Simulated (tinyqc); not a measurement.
From results to parameters: two-site tight-binding chain. Computed by the program tinyqc.

Problem. A two-site chain has site energies +delta (A) and -delta (B) and hoppings t1 > t2 > 0, so E = +/- sqrt(delta^2 + |t1 + t2 exp(-ika)|^2). Find delta, t1 and t2.

upper band at k = 0 = 2.658364 eV
upper band at the zone edge = 0.672681 eV
weight of the upper band on site A at the zone edge = 0.834482

Solution. The weight on A is (1 + delta/E)/2, which gives delta; then t1 + t2 = sqrt(E(0)^2 - delta^2) and t1 - t2 = sqrt(E(edge)^2 - delta^2).

delta, t1, t2 (eV): 0.4500  1.5600  1.0600
